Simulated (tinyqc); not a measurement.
Inside a calculation. Method: plane-wave Kohn-Sham cycle with exchange-only LDA in a layered model solid. Computed by tinyqc, a small Python program that keeps every step. Settings: points = 16, plane-wave index or count = 2, electrons = 4, k points = 2, area = 34.0, mixing = 0.1, iteration cap = 74, Kerker q0 = 0.8. Command: `OMP_NUM_THREADS=1 python tinyqc.py 27436 27437 out.jsonl` (the two numbers bound the seeds that draw the settings). One thread of a shared host (Intel(R) Xeon(R) Processor @ 2.60GHz), about 0.03 s of CPU time with the checks.

A solid whose potential varies along x alone (atomic units):
```
parameter                      value
period a                   12.800000
cross-section of the cell  34.000000
electrons per cell                 4
grid points                       16
plane waves -n..n, n               2
k points                           2
V1 in V1 cos(2 pi x/a)     -0.530000
V2 in V2 cos(4 pi x/a)     -0.050000
```

Stop when sqrt(dV sum R^2) is below 1e-8, dV = a A/N.

Course of the cycle:
```
iteration  E (hartree)  norm of the residual
1           -1.3714086              1.72e-01
2           -1.3377371              1.66e-01
3           -1.3061325              1.60e-01
4           -1.2764950              1.55e-01
5           -1.2487269              1.49e-01
6           -1.2227331              1.44e-01
7           -1.1984216              1.39e-01
8           -1.1757039              1.34e-01
9           -1.1544947              1.30e-01
10          -1.1347123              1.25e-01
11          -1.1162783              1.21e-01
...                ...                   ...
64          -0.9076311              8.20e-03
65          -0.9075689              7.72e-03
66          -0.9075142              7.27e-03
67          -0.9074660              6.84e-03
68          -0.9074236              6.43e-03
69          -0.9073864              6.05e-03
70          -0.9073536              5.70e-03
71          -0.9073247              5.36e-03
72          -0.9072993              5.04e-03
73          -0.9072770              4.74e-03
74          -0.9072574              4.46e-03
```

Can the last value be used, and what does the course show?

Not by the stop rule. Not converged within 74 iterations: the residual falls steadily but slowly, by a factor of about 0.94 a step. Reruns (cap 100 unless said): mixing 0.5, Kerker q0 1.0: converged in 72 (E = -0.90711); mixing 0.3, Pulay depth 5: converged in 13 (E = -0.90711); the original settings with a cap of 400: converged in 280 (E = -0.90711).
